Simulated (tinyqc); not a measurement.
Charge-trap memory cell: one step of the calculation.

Channel, tunnel oxide, storage layer, blocking layer, gate. N electrons per area sit in a sheet at the centroid and shift the threshold by U = (q/eps0) N (tb/eb + xc tn/en). EOT = t1 + 3.9 (tn/en + tb/eb); tunnel field F = (Vg - U)/EOT; dN/dt = eta (J/q)(1 - N/Nm). Fowler-Nordheim: J = A F^2 exp(-B/F), A = q^2/(16 pi^2 hbar mo phi) (times 1e14 for A/cm^2 with F in V/nm, emitter mass m0), B = (4/3) sqrt(mo/C) phi^1.5, C = hbar^2/(2 m0).

Question. Constants of the stack. EOT, the shift for 1e12 electrons per cm^2, the shift with all traps full, and the starting field, current and rate.

Inputs (values chosen for the exercise); oxide values close to those of silicon dioxide, storage layer close to silicon nitride, blocking layer close to silicon dioxide:
- phi = 3.05 eV (tunnel barrier)
- mo = 0.49 m0 (tunnelling mass)
- t1 = 5.1 nm (tunnel oxide (permittivity 3.9))
- tn = 5.8 nm (storage layer)
- en = 7 (its relative permittivity)
- tb = 7.4 nm (blocking layer)
- eb = 3.9 (its relative permittivity)
- xc = 0.65 (charge centroid, share of tn counted from the blocking side)
- eta = 0.62 (capture efficiency of an empty layer)
- Nm = 2e13 cm^-2 (trap density)
- Vg = 18.4 V (gate voltage less flat band and surface potential)

Constants: q = 1.602176634e-19 C, hbar = 1.054571817e-34 J s, m0 = 9.1093837015e-31 kg, eps0 = 8.8541878128e-14 F/cm where lengths are in cm, hbar^2/(2 m0) = 0.0380998212 eV nm^2. Results are converted to the units shown.

Wanted: EOT; shift for 1e12 cm^-2; shift with all traps full; F(0); J(0); dN/dt at the start.

Answer.

EOT = 15.73 nm
shift for 1e12 cm^-2 = 0.4408 V
shift with all traps full = 8.816 V
F(0) = 1.170 V/nm
J(0) = 0.04925 A/cm^2
dN/dt at the start = 1.906e17 cm^-2 s^-1

Range of the model: The Fowler-Nordheim form needs F t1 above phi; trap-assisted paths and leakage through the blocking layer are left out.

Computed by the program tinyqc: `OMP_NUM_THREADS=1 python tinyqc.py 2130034 2130035 out.jsonl`, one thread of a shared Intel Xeon 2.30GHz, about 0.06 s for the whole run.
